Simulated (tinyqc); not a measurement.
Worked calculation: Wannier function of the lower band of a two-orbital chain. Values are carried at full precision from step to step, so a last printed digit may differ when a step is redone from the rounded ones.

H(k) = [[-d/2 - 2 ta cos k, -t1 - t2 exp(-ik)], [-t1 - t2 exp(ik), d/2 - 2 tb cos k]], k in 1/a, Bloch sums with exp(ikR) and without the positions inside the cell. Mesh k_j = 2 pi j/N. Projection gauge: each lower eigenvector u is multiplied by the phase that makes <trial|u> real and positive (the one-band case of Loewdin orthogonalisation). Wannier amplitudes w(R) = (1/N) sum_k exp(ikR) u(k); hoppings H(R) = (1/N) sum_k exp(-ikR) E(k).

Inputs chosen for the exercise: d = 0.14 eV (A at -d/2, B at +d/2); t1 = 0.96 eV (A-B in the cell); t2 = 1.18 eV (B to A of the next cell); ta = 0.36 eV (A-A between cells); tb = -0.23 eV (B-B between cells); N = 6 (k points); th = 45 degrees (trial orbital cos(th) A + sin(th) B in cell 0); xb = 0.56 a (position of B (A at 0)); a = 3.2 angstrom (period); kq = 2.76 1/a (point off the mesh).

## Bloch states in the projection gauge

Diagonalise at each mesh point and fix the phase.

Mesh:

| j | E lower (eV) | E upper (eV) | u_A | u_B | \|<trial\|u>\| |
|---|---|---|---|---|---|
| 0 | -2.3695 | 2.1095 | 0.80458 | 0.59384 | 0.9888 |
| 1 | -1.9571 | 1.8271 | 0.74590-0.20022i | 0.60288+0.20022i | 0.9537 |
| 2 | -1.0449 | 1.1749 | 0.48958-0.39869i | 0.66514+0.39869i | 0.8165 |
| 3 | -0.4346 | 0.6946 | -0.19879 | 0.98004 | 0.5524 |
| 4 | -1.0449 | 1.1749 | 0.48958+0.39869i | 0.66514-0.39869i | 0.8165 |
| 5 | -1.9571 | 1.8271 | 0.74590+0.20022i | 0.60288-0.20022i | 0.9537 |

The projection is smallest at j = 3 (0.5524); the gauge is smooth as long as it stays away from zero.

## The Wannier function

w(R) = (1/N) sum_j exp(2 pi i j R/N) u_j, for the N cells nearest the origin; it is real.

Amplitudes:

| R | on A | on B |
|---|---|---|
| -2 | -0.0477 | -0.0063 |
| -1 | 0.0371 | 0.0981 |
| 0 | 0.5128 | 0.6850 |
| 1 | 0.3828 | -0.2476 |
| 2 | -0.1622 | 0.1083 |
| 3 | 0.0818 | -0.0436 |

norm = 1.0000

Cell 0 holds 73.2 % of the weight.

## Centre and spread in real space

Point-like orbitals at R (A) and R + xb (B): centre <x>, spread <x^2> - <x>^2.

centre in units of a = 0.604
centre in angstrom = 1.934
spread = 3.652 angstrom^2

## The same from overlaps (Marzari-Vanderbilt)

b = 2 pi/N; M_j = u_j^+ diag(1, exp(-i b xb)) u_(j+1), with u_N = u_0. Centre = -(1/2 pi) sum arg M_j; gauge-invariant part Omega_I = (1/(N b^2)) sum (1 - |M_j|^2); gauge-dependent part Omega_D = (1/(N b^2)) sum (arg M_j + b centre)^2.

Overlaps:

| j | \|M_j\| | arg M_j (rad) |
|---|---|---|
| 0 | 0.9986 | -0.2636 |
| 1 | 0.9799 | -0.3940 |
| 2 | 0.7991 | -1.2796 |
| 3 | 0.7991 | -1.2796 |
| 4 | 0.9799 | -0.3940 |
| 5 | 0.9986 | -0.2636 |

centre from overlaps = 0.617 a
Omega_I = 0.1228 a^2
Omega_D = 0.1858 a^2

The centre is the Berry phase over 2 pi and does not depend on the trial orbital (modulo a). Omega_D is 60.2 % of the total; in one dimension a gauge that spreads the phase evenly removes it. The total is 0.3086 a^2, against 0.4256 a^2 (centre 0.609 a) in real space on 96 cells.

## Hoppings and interpolation

H(R) = (1/N) sum_j E_j cos(2 pi j R/N) for R = 0 to N/2. Interpolation: E(k) = H(0) + 2 sum H(R) cos(kR), the term R = N/2 of an even mesh counted once.

H(0), H(1), ... (eV): -1.4680  -0.4745  0.0330  -0.0184

interpolated E(kq) = -0.5320 eV

The exact value is -0.5422 eV; the interpolation is off by +10.3 meV. Though the chain has short hoppings, the single band has longer ones, made by paths through the other orbital, which the tails of the Wannier function carry.

## Checks

- Centre from overlaps against the real-space centre on 200 points: both 0.6090.
- Omega_I + Omega_D against the real-space spread on 200 points: 0.425 against 0.426.

tinyqc: `OMP_NUM_THREADS=1 python tinyqc.py 1482673 1482674 out.jsonl`; about 0.1 s, one thread, shared Intel(R) Xeon(R) Processor @ 2.30GHz.
